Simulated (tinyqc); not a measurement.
Competing polymorphs of an oxide film: bulk, surface, grain-boundary, dopant and field terms: one step, computed by the program tinyqc.

Phases: monoclinic m (reference), polar orthorhombic o, tetragonal t. Free energies per formula unit (f.u.); 1 J/m^2 x angstrom^3/nm = 6.241509 meV.

Question. Phase shares in a spread of grain sizes. With G = b + gamma Omega A (b the bulk free energy per formula unit, A the area per volume), two phases i, j cross at A_ij = (b_j - b_i)/(Omega (gamma_i - gamma_j)); o has a window only if A_mo < A_ot. Grain radii are log-normal by volume with median R and width sigma; the share with A above A* is that with radius below R*, R* = f_b/(A* - 2/h) (all grains if A* <= 2/h), share = (1/2) erfc[-ln(R*/R)/(sqrt 2 sigma)]. Effective permittivity of a layer of thickness h built of such grains, taken in parallel: sum of share x eps; EOT = interlayer + 3.9 h/eps.

Inputs (values chosen for the exercise, for a model oxide): surface energy of m = 3.12 J/m^2; surface energy of o = 2.75 J/m^2; surface energy of t = 2.48 J/m^2; grain-boundary energy over surface energy = 0.49; volume per formula unit Omega = 35.1 angstrom^3; film thickness h = 27 nm; grain radius R = 15 nm; temperature T = 500 K; width sigma of ln R = 0.3; interlayer thickness (SiO2) = 1 nm.

Geometry: columnar grains in a film.

permittivities of m, o, t: [19, 29, 38]

b (meV/f.u.): m 0.000, o 42.634, t 51.230

Give: volume shares; share of o; effective permittivity; equivalent oxide thickness.

Answer.

volume shares: m 1, o 0, t 0

share of o = 0

effective permittivity = 19

equivalent oxide thickness = 6.542 nm

One phase holds nearly all the volume.
